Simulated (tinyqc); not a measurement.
Reverse leakage of an n+-p junction: diffusion, generation, trap-assisted and band-to-band tunnelling: leakage components against the temperature.

One-sided abrupt junction in the depletion approximation, x from the junction (0) to W on the p side, field F = F0 (1 - x/W). Flat quasi-Fermi levels, long p side. Traps generate through SRH with both lifetimes shortened by 1 + Gamma (Hurkx enhancement, form for moderate fields); band-to-band generation is local and needs a total bending above Eg.

Nc and Nv are given at 400 K and scale as (T/400 K)^1.5; all else is held fixed. ni = sqrt(Nc Nv) exp(-Eg/(2 Vt)), Eg in volts; Vbi = Vt ln(Na Nd/ni^2); W = sqrt(2 eps0 eps_r (Vbi + VR)/(q Na)); F0 = 2 (Vbi + VR)/W; FG = sqrt(24 mt m0 (kB T)^3)/(q hbar); J_diff = q ni^2 sqrt(Dn/tau)(1 - exp(-VR/Vt))/Na. u = (Vbi + VR)(1 - x/W)^2, p = Na exp(-u/Vt), n = Nd exp((u - Vbi - VR)/Vt); G0 = ni^2 (1 - exp(-VR/Vt))/(tau (n + p + 2 ni cosh(Et/Vt))); Gamma = 2 sqrt(3 pi)(F/FG) exp((F/FG)^2); trap-assisted part G0 Gamma; G_bb = Ab F^2.5 exp(-Bb/F) with F in V/cm, zero unless Vbi + VR > Eg. Currents are q times the integrals over 0 to W; J_bb under 1e-8 of J is printed as 0; rows with F0/FG above 2.2, beyond the range of this Gamma, are left out.

Inputs (values chosen for the exercise); band and dielectric values those of a made-up semiconductor: band gap Eg = 1.19 eV; relative permittivity eps_r = 10.5; conduction-band density of states at the reference temperature Nc = 6.54e17 cm^-3; valence-band density of states at the reference temperature Nv = 1.69e19 cm^-3; acceptor density of the lighter side Na = 1.1e16 cm^-3; donor density of the heavier side Nd = 1e20 cm^-3; SRH lifetime of both carriers at zero field tau = 3e-9 s; trap level above the intrinsic level Et = 0.06 eV; tunnelling mass mt = 0.1 m0; electron diffusion coefficient on the lighter side Dn = 17 cm^2/s; band-to-band prefactor Ab = 1.5e16 cm^-0.5 V^-2.5 s^-1; band-to-band field constant Bb = 1.21e7 V/cm; reverse bias VR = 0.4 V.

Constants: q = 1.602176634e-19 C, kB = 1.380649e-23 J/K, hbar = 1.054571817e-34 J s, m0 = 9.1093837015e-31 kg, Vt = kB T/q, eps0 = 8.8541878128e-14 F/cm where lengths are in cm. Results are converted to the units shown.

The same in every row: J_bb (A/cm^2) = 0.

Results:
```
T (K),F0 (kV/cm),F0/FG,J_diff (A/cm^2),J_SRH (A/cm^2),J_TAT (A/cm^2),J (A/cm^2),largest part
220,77.4,0.528,1.11e-21,7.34e-13,1.77e-12,2.50e-12,trap-assisted tunnelling
250,77.2,0.435,3.03e-18,5.68e-11,1.07e-10,1.64e-10,trap-assisted tunnelling
280,76.9,0.366,1.58e-15,1.77e-9,2.70e-9,4.47e-9,trap-assisted tunnelling
310,76.6,0.313,2.54e-13,2.88e-8,3.66e-8,6.54e-8,trap-assisted tunnelling
340,76.3,0.271,1.71e-11,2.92e-7,3.13e-7,6.05e-7,trap-assisted tunnelling
370,76.0,0.238,5.93e-10,2.05e-6,1.90e-6,3.95e-6,SRH generation
430,75.3,0.188,1.70e-7,4.63e-5,3.26e-5,7.91e-5,SRH generation
```

Estimate the missing row, T = 400 K.

Computed row:
```
T (K),F0 (kV/cm),F0/FG,J_diff (A/cm^2),J_SRH (A/cm^2),J_TAT (A/cm^2),J (A/cm^2),largest part
400,75.7,0.211,1.23e-8,1.09e-5,8.75e-6,1.97e-5,SRH generation
```

With this row back in the table: J rises from 2.50e-12 to 7.91e-5 A/cm^2. Trap-assisted tunnelling leads at T = 220, SRH generation from 370 on. Activation energies over the table: 1.27 eV for diffusion (Eg = 1.19 eV, raised by the T^3 of ni^2), 0.697 eV for SRH generation (Eg/2 + |Et| = 0.655 eV), 0.649 eV for the trap-assisted part, lower since Gamma grows on cooling; the total shows 0.661 eV at the cold end and 0.688 eV at the hot end.

Range of the model: The n+ side is degenerate, so Vbi from Boltzmann statistics is only a guide.

Computed by the program tinyqc: `OMP_NUM_THREADS=1 python tinyqc.py 2290079 2290080 out.jsonl`, one thread of a shared Intel Xeon 2.30GHz, about 0.01 s for the whole run.
